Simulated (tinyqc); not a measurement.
Random telegraph noise from one oxide trap in a small MOSFET: one step of the calculation.

An acceptor-like trap exchanges electrons with the channel. Inversion charge Q = Cox u, u = n Vt W0(exp((Vg - VT)/(n Vt))), W0 the Lambert function, n = nf, Cox = eps0 eox/tox; linear regime Id = (W/L) mu Q Vd. Relative to threshold the surface potential rises by Vt ln(u/u0) and the oxide voltage by the rest of Vg - VT, with u0 = n Vt W0(1).

Task. Trap level, time constants and occupancy. N = Cox u/q; dpsi = Vt ln(u/u0); E = E0 - dpsi - (xt/tox)(Vg - VT - dpsi); capture time tc = 1/[(N/zi) vth s0 exp(-xt/lt - EB/Vt)]; emission time te = tc exp(-E/Vt); occupancy te/(tc + te).

Parameters, values chosen for the exercise; values of the order met in silicon transistors:
```
symbol  value  unit                                                                 meaning
T         200     K                                                             temperature
eox       3.9        relative permittivity of the gate insulator (close to silicon dioxide)
tox       2.5    nm                                                     insulator thickness
xt        1.2    nm                            depth of the trap from the channel interface
E0      -0.03    eV                   trap level above the channel Fermi level at threshold
s0      3e-15  cm^2                                                       capture prefactor
EB       0.29    eV                                    capture barrier (lattice relaxation)
lt       0.17    nm                                                 tunnelling decay length
vth     1.3e7  cm/s                                                        thermal velocity
zi        2.4    nm                                        thickness of the inversion layer
VT       0.26     V                                                       threshold voltage
nf       1.28                                                                   body factor
Vg       0.26     V                                                            gate voltage
```

Constants: q = 1.602176634e-19 C, kB = 1.380649e-23 J/K, Vt = kB T/q, eps0 = 8.8541878128e-14 F/cm where lengths are in cm. Results are converted to the units shown.

Give: u; N; dpsi; E; tc; te; occupancy.

Result.

u = 0.012511 V
N = 1.0786e11 cm^-2
dpsi = 0 V
E = -0.030000 eV
tc = 1.3476 s
te = 7.6830 s
occupancy = 0.85077

The trap lies 1.7 Vt below the Fermi level, so it is filled most of the time.

Range of the model: VT is taken as given; short-channel effects and the uneven flow of current among few electrons are left out.

tinyqc, about 0.01 s, one thread, Intel Xeon 2.30GHz (shared host): `OMP_NUM_THREADS=1 python tinyqc.py 2710097 2710098 out.jsonl`
